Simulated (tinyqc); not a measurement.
Resistance of a source-drain extension with a graded tip: one step of the calculation.

y runs along the channel, the gate covers y > 0. The doping is N0 for y < y0 and N0 10^(-(y - y0)/la) beyond, uniform over the depth xj. Sheet conductance s(y) = q mu(N) max(N - Nch, 0) xj + (for y > 0) ma Cox Vo, with mu(N) = u0 + (u1 - u0)/(1 + (N/Nr)^au) and Cox = eps0 eox/tox. Current is taken as one-dimensional; depletion of the tip, spreading and the contact are left out. The metallurgical junction lies at yj, where N = Nch.

Problem. Resistance of the overlapped part. Midpoint rule on 11 equal steps from 0 to yj: R_ov = sum h/s(y), per width.

Parameters, values chosen for the exercise; mobility law close to that of electrons in silicon:

| symbol | value | unit | meaning |
|---|---|---|---|
| eox | 3.9 |  | relative permittivity of the gate insulator (close to silicon dioxide) |
| tox | 3.3 | nm | insulator thickness |
| N0 | 6e19 | cm^-3 | active doping of the extension far from the gate |
| la | 3 | nm/decade | lateral abruptness |
| y0 | -0.4 | nm | position under the gate where the fall begins (gate edge at 0) |
| xj | 29 | nm | depth of the extension |
| Nch | 7.3e17 | cm^-3 | channel doping |
| Vo | 0.54 | V | gate overdrive |
| ma | 240 | cm^2/(V s) | mobility of the gate-induced layer |
| u1 | 1414 | cm^2/(V s) | mobility at low doping |
| u0 | 68.5 | cm^2/(V s) | mobility at high doping |
| Nr | 9.2e16 | cm^-3 | reference doping |
| au | 0.711 |  | exponent |

Constants: q = 1.602176634e-19 C, eps0 = 8.8541878128e-14 F/cm where lengths are in cm. Results are converted to the units shown.

Find: y; N; doped conductance; sheet resistance; R_ov.

Solution.

y, point 0 to 10 (nm): [0.24293, 0.72879, 1.2147, 1.7005, 2.1864, 2.6722, 3.1581, 3.6440, 4.1298, 4.6157, 5.1016]
N, point 0 to 10 (cm^-3): [3.6630e19, 2.5228e19, 1.7375e19, 1.1967e19, 8.2418e18, 5.6764e18, 3.9095e18, 2.6925e18, 1.8544e18, 1.2772e18, 8.7963e17]
doped conductance, point 0 to 10 (uS): [1456.2, 1057.5, 774.46, 571.44, 423.70, 314.04, 230.44, 164.45, 110.08, 63.082, 20.407]
sheet resistance, point 0 to 10 (ohm/square): [628.22, 838.15, 1098.8, 1414.3, 1787.9, 2223.9, 2731.9, 3332.7, 4070.1, 5032.8, 6409.4]
R_ov = 14.366 ohm um

Numbers from tinyqc (`OMP_NUM_THREADS=1 python tinyqc.py 2282131 2282132 out.jsonl`; about 0.03 s on one thread of a shared Intel Xeon 2.30GHz).
